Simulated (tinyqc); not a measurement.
# Energy and delay of logic against supply voltage: effects of single changes

One expression serves below and above threshold: I(Vg) = Ik [ln(1 + exp((Vg - VT + dd V)/(al nf Vt)))]^al, with I_on = I(V) and I_off = I(0). Gate delay td = kd C V/I_on, clock period LD td. Per gate and cycle the switching energy is act C V^2 and the leakage energy I_off V LD td. No short-circuit current, no variation. Minima are sought above 0.09 V; below a few Vt gates no longer switch and the model has no meaning.

Inputs (values chosen for the exercise); values of the order met in logic technologies: temperature T = 378 K; threshold voltage at zero drain bias VT = 0.32 V; slope factor nf = 1.1; barrier lowering per volt of supply dd = 0.05; specific current of a gate Ik = 1.7 uA; exponent of the current law al = 1.71; load capacitance of a gate C = 2.3 fF; delay factor kd = 0.9; logic depth LD = 40; activity factor act = 0.01.

Constants: q = 1.602176634e-19 C, kB = 1.380649e-23 J/K, Vt = kB T/q. Results are converted to the units shown.

Each table varies one quantity; the others keep the values above.

## Energy and delay against supply voltage

EDP = energy times td.

Energy and delay against supply voltage:
```
V (V),I_on (uA),I_off (nA),td (ps),switching (aJ),leakage (aJ),energy (aJ),EDP (fJ ps)
0.23,0.1535,0.3082,3102,1.217,8.794,10.01,31.05
0.34,1.818,0.3591,387.1,2.659,1.891,4.550,1.761
0.45,8.532,0.4185,109.2,4.657,0.8224,5.480,0.5983
0.56,21.30,0.4876,54.41,7.213,0.5943,7.807,0.4248
0.66,37.34,0.5603,36.59,10.02,0.5412,10.56,0.3864
0.77,59.19,0.6527,26.93,13.64,0.5414,14.18,0.3818
0.88,85.08,0.7604,21.41,17.81,0.5731,18.38,0.3936
0.99,114.8,0.8858,17.86,22.54,0.6264,23.17,0.4138
1.09,144.9,1.018,15.58,27.33,0.6911,28.02,0.4364
1.2,181.3,1.185,13.70,33.12,0.7796,33.90,0.4646
```

td falls from 3100 to 13.7 ps; the energy goes from 10.0 through a minimum of 4.55 (at V = 0.34 V among the rows listed) to 33.9 aJ and the EDP goes from 31.0 through a minimum of 0.382 (at V = 0.77 V among the rows listed) to 0.465 fJ ps. The exact minima lie at V = 0.354 V for the energy and 0.734 V for the EDP. Going from 1.2 V to the energy minimum saves a factor of 7.51 in energy and costs a factor of 22.9 in delay. Below the minimum the leakage energy rises faster than the switching energy falls, because the clock period grows so steeply.

## Optimum supplies against the logic depth

Same model as above.

V_min minimises the energy and V_EDP the product of energy and td.

Results:
```
LD,V_min (V),energy at V_min (aJ),leakage share (%),clock at V_min (MHz),V_EDP (V),clock at V_EDP (GHz)
5,0.2539,2.238,33.75,107.1,0.7113,6.386
8,0.2760,2.617,33.06,104.8,0.7135,4.015
12,0.2951,2.992,33.05,100.7,0.7163,2.698
30,0.3396,4.077,34.93,85.60,0.7282,1.114
50,0.3658,4.900,37.18,74.76,0.7402,0.6899
80,0.3913,5.873,40.04,64.17,0.7563,0.4491
150,0.4278,7.669,45.11,50.18,0.7879,0.2581
```

Estimate the missing row, LD = 20.

Computed row:
```
LD,V_min (V),energy at V_min (aJ),leakage share (%),clock at V_min (MHz),V_EDP (V),clock at V_EDP (GHz)
20,0.3196,3.548,33.76,93.16,0.7217,1.643
```

With this row back in the table: As LD goes from 5 to 150, V_min rises from 0.254 to 0.428 V, the energy there rises from 2.24 to 7.67 aJ, the clock there falls from 107 to 50.2 MHz and V_EDP rises from 0.711 to 0.788 V. act and LD enter V_min only through the ratio act/LD.

Program tinyqc, `OMP_NUM_THREADS=1 python tinyqc.py 2082164 2082165 out.jsonl`; Intel Xeon 2.30GHz, shared host, one thread, about 0.01 s.
